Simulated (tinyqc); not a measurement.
Bandgap voltage reference from two bipolar transistors: effect of the temperature coefficient of both resistors.

Two transistors of area 1 and N carry the same current I. Is(T) = Is (T/T0)^eta exp[(Vg0 q/kB)(1/T0 - 1/T)], VBE1 = Vt ln(I/Is(T)) + I rb, VBE2 = Vt ln(I/(N Is(T))) + I rb/N. The amplifier forces I R1(T) = VBE1 - VBE2 + Vos, with R(T) = R (1 + tc (T - T0)) for both resistors, and the output is Vref = VBE1 + I R2(T). Base currents and the Early effect are neglected.

Vt = kB T/q; I = (Vt ln N + Vos)/(R1(T) - rb (1 - 1/N)). Box coefficient: span of Vref between 233 and 398 K over its average over T and over 165 K. The last column is the R2 that gives zero slope at T0.

Parameters, values chosen for the exercise; values of the order met in silicon bipolar transistors: reference temperature T0 = 300 K; band-gap voltage extrapolated to 0 K Vg0 = 1.198 V; temperature exponent of the saturation current eta = 4.2; saturation current of the unit transistor at T0 Is = 1.2e-16 A; area ratio of the second transistor N = 24; resistor across which the difference of VBE falls, at T0 R1 = 5 kohm; offset of the amplifier Vos = 0 mV; series resistance of the unit transistor rb = 11 ohm; output resistor at T0 R2 = 38.25 kohm.

Constants: q = 1.602176634e-19 C, kB = 1.380649e-23 J/K. Results are converted to the units shown.

Effect of the temperature coefficient of both resistors:
```
tc (ppm/K)  I at T0 (uA)  Vref at T0 (V)  slope at T0 (uV/K)  box coefficient (ppm/K)  R2 for zero slope (kohm)
-2000              16.47           1.293               95.74                    73.27                     36.51
-1000              16.47           1.293               68.32                    47.46                     37.01
0                  16.47           1.293               40.90                    27.82                     37.50
1000               16.47           1.293               13.48                    16.81                     38.00
2000               16.47           1.293              -13.94                    30.75                     38.50
3000               16.47           1.293              -41.36                    46.88                     39.00
```

As tc goes from -2000 to 3000, Vref stays at 1.293 V and the box coefficient goes from 73.3 through a minimum of 16.8 (at tc = 1000 among the rows listed) to 46.9 ppm/K.

Program tinyqc, `OMP_NUM_THREADS=1 python tinyqc.py 2062190 2062191 out.jsonl`; Intel Xeon 2.30GHz, shared host, one thread, about 0.03 s.
